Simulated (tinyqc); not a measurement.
Exchange-only LDA atom on a uniform radial grid, spin-unpolarised, for Be, step by step. Computed by tinyqc, a small Python program that keeps every step. Settings: Z = 4, points = 128, R = 11.9, functional = Slater exchange alone, mixing = 0.2, iteration cap = 78. Command: `OMP_NUM_THREADS=1 python tinyqc.py 31857 31858 out.jsonl` (the two numbers bound the seeds that draw the settings). One thread of a shared host (Intel(R) Xeon(R) Processor @ 2.60GHz), about 0.3 s of CPU time with the checks. Later iterations appear only in the table of the cycle.

## Iteration 1

Spherical atom on a uniform radial grid r_j = j h with h = R/(N + 1), h sum u^2 = 1 and integrals as h times sums, u(0) = u(R) = 0 (atomic units):
```
parameter            value
Z                        4
points N               128
R                11.900000
h                 0.092248
mixing            0.200000
electrons in 1s          2
electrons in 2s          2
```

Three-point differences turn -u''/2 + [l(l+1)/2r^2 - Z/r + V] u = e u into a tridiagonal matrix (diagonal 1/h^2 + potential, off-diagonal -1/2h^2). D = sum f u^2; the Hartree potential y/r solves y'' = -D/r with y(0) = 0, y(R) = N_e; v_xc comes from rho = D/(4 pi r^2); E = sum f e - int D V + int D (V_H/2 + eps_xc); V(new) = V + mixing (V_H + v_xc - V).

eigenvalues (hartree): 1s -7.744787, 2s -1.983264

Every 8th grid point:
```
r              V in     u(1s)      u(2s)         D       V_H       v_xc
0.737984   0.000000  0.636413  -0.437990  1.193715  4.162626  -0.550203
1.475969   0.000000  0.070827  -0.850876  1.458012  2.559559  -0.370501
2.213953   0.000000  0.005912  -0.518472  0.537696  1.791499  -0.202762
2.951938   0.000000  0.000439  -0.228243  0.104190  1.353711  -0.096856
3.689922   0.000000  0.000031  -0.085605  0.014657  1.083928  -0.043410
4.427907   0.000000  2.04e-06  -0.029165  0.001701  0.903353  -0.018752
5.165891   0.000000  1.32e-07  -0.009318  0.000174  0.774309  -0.007907
5.903876   0.000000  8.41e-09  -0.002843  0.000016  0.677521  -0.003278
6.641860   0.000000  5.27e-10  -0.000838  1.40e-06  0.602241  -0.001342
7.379845   0.000000  3.26e-11  -0.000240  1.16e-07  0.542017  -0.000544
8.117829   0.000000         0  -0.000067  9.10e-09  0.492743  -0.000219
8.855814   0.000000         0  -0.000019  6.92e-10  0.451681  -0.000088
9.593798   0.000000         0  -0.000005  5.11e-11  0.416936  -0.000035
10.331783  0.000000         0  -1.35e-06         0  0.387155  -0.000014
11.069767  0.000000         0  -3.42e-07         0  0.361345   0.000000
11.807752  0.000000         0  -2.69e-08         0  0.338761   0.000000
```

total energy = -12.79928416 hartree

## Iteration 2

As before.

eigenvalues (hartree): 1s -6.717087, 2s -1.509848

Every 8th grid point:
```
r              V in     u(1s)      u(2s)         D       V_H       v_xc
0.737984   0.722485  0.661871  -0.358305  1.132912  4.055232  -0.540698
1.475969   0.437812  0.083651  -0.828411  1.386525  2.513929  -0.364344
2.213953   0.317747  0.008108  -0.578973  0.670552  1.781292  -0.218249
2.951938   0.251371  0.000706  -0.294348  0.173282  1.352105  -0.114754
3.689922   0.208104  0.000058  -0.128311  0.032927  1.083720  -0.056854
4.427907   0.176920  4.60e-06  -0.051075  0.005217  0.903330  -0.027244
5.165891   0.153280  3.56e-07  -0.019147  0.000733  0.774307  -0.012781
5.903876   0.134848  2.70e-08  -0.006879  0.000095  0.677521  -0.005909
6.641860   0.120180  2.03e-09  -0.002394  0.000011  0.602241  -0.002703
7.379845   0.108295  1.50e-10  -0.000813  1.32e-06  0.542017  -0.001226
8.117829   0.098505  1.10e-11  -0.000270  1.46e-07  0.492743  -0.000553
8.855814   0.090319         0  -0.000089  1.57e-08  0.451681  -0.000248
9.593798   0.083380         0  -0.000029  1.63e-09  0.416936  -0.000110
10.331783  0.077428         0  -0.000009  1.64e-10  0.387155  -0.000049
11.069767  0.072269         0  -2.67e-06  1.43e-11  0.361345  -0.000021
11.807752  0.067752         0  -2.28e-07         0  0.338761   0.000000
```

total energy = -13.13456773 hartree

## Iteration 3

As before.

eigenvalues (hartree): 1s -5.937222, 2s -1.161824

Every 8th grid point:
```
r              V in     u(1s)      u(2s)         D       V_H       v_xc
0.737984   1.280895  0.681563  -0.295790  1.104038  3.961606  -0.536065
1.475969   0.780166  0.095162  -0.794615  1.280937  2.468028  -0.354850
2.213953   0.566806  0.010384  -0.620470  0.770183  1.768414  -0.228563
2.951938   0.448567  0.001028  -0.354585  0.251463  1.349494  -0.129919
3.689922   0.371856  0.000097  -0.174736  0.061065  1.083278  -0.069851
4.427907   0.316753  0.000009  -0.078997  0.012481  0.903263  -0.036437
5.165891   0.274929  7.81e-07  -0.033765  0.002280  0.774297  -0.018656
5.903876   0.242201  6.84e-08  -0.013874  0.000385  0.677519  -0.009433
6.641860   0.216051  5.93e-09  -0.005537  0.000061  0.602241  -0.004727
7.379845   0.194794  5.09e-10  -0.002160  0.000009  0.542017  -0.002352
8.117829   0.177242  4.33e-11  -0.000828  1.37e-06  0.492743  -0.001165
8.855814   0.162542         0  -0.000312  1.95e-07  0.451681  -0.000574
9.593798   0.150069         0  -0.000116  2.70e-08  0.416936  -0.000282
10.331783  0.139364         0  -0.000042  3.59e-09  0.387155  -0.000137
11.069767  0.130080         0  -0.000014  3.98e-10  0.361345  -0.000063
11.807752  0.121954         0  -1.28e-06         0  0.338761   0.000000
```

total energy = -13.35601509 hartree

## Convergence

Stop when input and output potentials agree to 1e-7.

Course of the cycle (hartree):
```
iteration             E      e(1s)      e(2s)  largest |V(out) - V(in)|
1          -12.79928416  -7.744787  -1.983264                  6.76e+00
2          -13.13456773  -6.717087  -1.509848                  5.12e+00
3          -13.35601509  -5.937222  -1.161824                  3.86e+00
4          -13.49973699  -5.347210  -0.905534                  2.89e+00
5          -13.59139449  -4.902310  -0.716423                  2.16e+00
6          -13.64881653  -4.568029  -0.576589                  1.60e+00
7          -13.68413847  -4.317802  -0.472974                  1.19e+00
8          -13.70546235  -4.131208  -0.396043                  8.73e-01
9          -13.71809446  -3.992585  -0.338813                  6.39e-01
10         -13.72544036  -3.889963  -0.296162                  4.67e-01
11         -13.72963827  -3.814233  -0.264320                  3.39e-01
...                 ...        ...        ...                       ...
59         -13.73487154  -3.605762  -0.167600                  8.50e-07
60         -13.73487154  -3.605762  -0.167600                  6.78e-07
61         -13.73487154  -3.605762  -0.167600                  5.41e-07
62         -13.73487154  -3.605762  -0.167600                  4.32e-07
63         -13.73487154  -3.605762  -0.167600                  3.44e-07
64         -13.73487154  -3.605762  -0.167600                  2.75e-07
65         -13.73487154  -3.605762  -0.167600                  2.19e-07
66         -13.73487154  -3.605762  -0.167600                  1.75e-07
67         -13.73487154  -3.605762  -0.167600                  1.40e-07
68         -13.73487154  -3.605762  -0.167600                  1.12e-07
69         -13.73487154  -3.605762  -0.167600                  8.91e-08
```

Converged in 69 iterations. A uniform grid resolves the cusp poorly: for a bare nucleus this grid gives 1s at -7.74479 against -Z^2/2 = -8 hartree. Before convergence this energy mixes input and output and is not variational, so it may rise towards its limit.
